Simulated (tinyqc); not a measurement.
Strength against creep resistance: grain growth, pinning, strength and diffusional creep of a polycrystal or thin film. Computed by tinyqc, a small Python program. Command: `OMP_NUM_THREADS=1 python tinyqc.py 3013897 3013898 out.jsonl grain walk`. One thread of a shared host (Intel(R) Xeon(R) Processor @ 2.30GHz), about 0.01 s of CPU time with the checks.

One mean grain size d describes the structure.

Inputs (values chosen for the exercise, modelled on copper):
```
quantity                                    value        unit
atomic volume Omega                         11.81  angstrom^3
boundary energy gamma                        0.62       J/m^2
mobility prefactor M0                      0.0006   m^4/(J s)
activation energy of boundary motion Q_m     1.21          eV
anneal temperature T                          520           K
anneal time t                                  92           s
initial grain size d0                         170          nm
particle volume fraction f                 0.0066           -
particle radius r                             4.5          nm
film thickness h                              750          nm
surface energy gamma_s                        1.8       J/m^2
Hall-Petch slope k_y                         0.11   MPa m^0.5
lattice diffusion energy Q_l                 2.19          eV
boundary diffusion energy Q_b               0.953          eV
lattice prefactor D0                      3.7e-05       m^2/s
boundary prefactor delta D0b              2.6e-14       m^3/s
applied stress sigma                          240         MPa
service temperature T_c                       616           K
```

Sample: thin film on a substrate.

Constants: k_B = 8.617333262e-05 eV/K; k_B = 1.380649e-23 J/K.

Method:
- M = M0 exp(-Q_m/(k_B T)). The driving pressure is 2 gamma/d. Zener pinning pressure 3 f gamma/(2 r) stops growth at d_Z = 4 r/(3 f). Grooves where boundaries meet the surface have the angle theta = arcsin(gamma/(2 gamma_s)) and are taken to stop growth at d_h = h/(2 theta), a few film thicknesses; the limit is 1/d_lim = 1/d_Z + 1/d_h.
- dd/dt = 2 M gamma (1/d - 1/d_lim) integrates to 2 M gamma t = d_lim (d0 - d) + d_lim^2 ln[(d_lim - d0)/(d_lim - d)]; without pinning d^2 = d0^2 + 4 M gamma t.
- Nabarro-Herring rate = 14 sigma Omega D_l/(k_B T d^2), D_l = D0 exp(-Q_l/(k_B T)); Coble rate = 14 pi sigma Omega delta D_b/(k_B T d^3), delta D_b = delta D0b exp(-Q_b/(k_B T)); they are equal at d_x = pi delta D_b/D_l.
- Hall-Petch term k_y/sqrt(d).

crossover size d_x = 2.91330e+07 micrometre

At T_c and sigma:
```
d (nm)  Hall-Petch term (MPa)  Nabarro-Herring (1/s)  Coble (1/s)  time to 1 % (s)
30                     635.09             2.3200e-07   2.2530e+02       4.4386e-05
100                    347.85             2.0880e-08   6.0830e+00       1.6439e-03
300                    200.83             2.3200e-09   2.2530e-01       4.4386e-02
1000                   110.00             2.0880e-10   6.0830e-03       1.6439e+00
3000                    63.51             2.3200e-11   2.2530e-04       4.4386e+01
10000                   34.79             2.0880e-12   6.0830e-06       1.6439e+03
100000                  11.00             2.0880e-14   6.0830e-09       1.6439e+06
```

What follows from these numbers?

From 100 micrometre to 30 nm grains the Hall-Petch term grows 58 times, while the time to 1 % strain shrinks by 10.6 decades. Coble creep rules in 7 of the seven rows (d_x is a millimetre or more). Fine grains resist slip but creep fast. The Hall-Petch value at 30 nm is at the edge of that law, and in a film grains much larger than h lose atoms to the surfaces instead. Caution: sigma Omega is not small against k_B T, as the linear creep laws assume. Caution: T_c is above the anneal temperature, so the grains would go on growing in service.

Extremes, crossings and ranges named in words are read from the listed rows.
